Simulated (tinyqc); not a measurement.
Where in the gap a trap does harm: carrier lifetime from Shockley-Read-Hall, radiative, Auger and surface recombination. Computed by tinyqc, a small Python program. Command: `OMP_NUM_THREADS=1 python tinyqc.py 3023670 3023671 out.jsonl lifetime walk`. One thread of a shared host (Intel(R) Xeon(R) Processor @ 2.30GHz), about 0.03 s of CPU time with the checks.

Energies are counted from the top of the valence band. Boltzmann statistics, full ionisation, and equal excess densities of electrons and holes.

Inputs (values chosen for the exercise, with bands modelled on GaP):
```
quantity                          value   unit
gap E_g                            2.32     eV
electron mass m_e                 0.511    m_0
valleys M_c                           3      -
hole mass m_h                     0.814    m_0
temperature T                       350      K
doping N                        8.5e+15  cm^-3
trap level E_t                     1.32     eV
trap density N_t                4.9e+14  cm^-3
electron cross-section sigma_n    2e-14   cm^2
hole cross-section sigma_p      8.7e-16   cm^2
```

Doping: n-type. Surface term: two equal surfaces.

Constants: m_0 = 9.1093837015e-31 kg; k_B = 1.380649e-23 J/K; h = 6.62607015e-34 J s; k_B = 8.617333262e-05 eV/K.

Method:
- N_c = 2 M_c (2 pi m_e k_B T/h^2)^(3/2) and N_v = 2 (2 pi m_h k_B T/h^2)^(3/2), masses in units of m_0.
- n_i = sqrt(N_c N_v) exp(-E_g/2 k_B T); majority density N/2 + sqrt(N^2/4 + n_i^2), minority density n_i^2 over it.
- v = sqrt(3 k_B T/m) with m_e or m_h; tau_n0 = 1/(sigma_n v_n N_t), tau_p0 = 1/(sigma_p v_p N_t); n1 = N_c exp(-(E_g - E_t)/k_B T), p1 = N_v exp(-E_t/k_B T).
- Low injection: tau = [tau_p0 (n_0 + n1) + tau_n0 (p_0 + p1)]/(n_0 + p_0). Depleted region (n = p = 0): generation lifetime tau_g = (tau_p0 n1 + tau_n0 p1)/n_i. n1 = N_c exp(-(E_g - E_t)/k_B T), p1 = N_v exp(-E_t/k_B T).

tau_p0 = 1.67766e-07 s

n_0 = 8.50e+15 cm^-3

N_c = 3.46533e+19 cm^-3

tau_n0 = 5.78219e-09 s

p_0 = 3.71300e-11 cm^-3

N_v = 2.32236e+19 cm^-3

n_i = 561.787 cm^-3

The same trap at other energies:
```
E_t (eV)  SRH lifetime (s)  generation lifetime (s)
0.139           3.2520e-07               2.3820e+06
0.348           1.6792e-07               2.3306e+03
0.580           1.6777e-07               1.0637e+00
0.812           1.6777e-07               4.8547e-04
1.044           1.6777e-07               2.2595e-07
1.160           1.6777e-07               2.0967e-07
1.276           1.6777e-07               9.5928e-06
1.508           1.6777e-07               2.1018e-02
1.740           1.6777e-07               4.6052e+01
1.972           1.7444e-07               1.0090e+05
2.181           6.9836e-06               1.0313e+08
```

What does the comparison show, and why?

The SRH lifetime (other channels left aside) stays within 10 % of its least value, among these rows, from E_t = 0.348 to 1.972 eV. The generation lifetime has a sharp minimum, among these rows at 1.16 eV and exactly at 1.103 eV, where tau_p0 n1 = tau_n0 p1, since generation needs two thermal jumps and the larger one rules.

Extremes, crossings and ranges named in words are read from the listed rows.
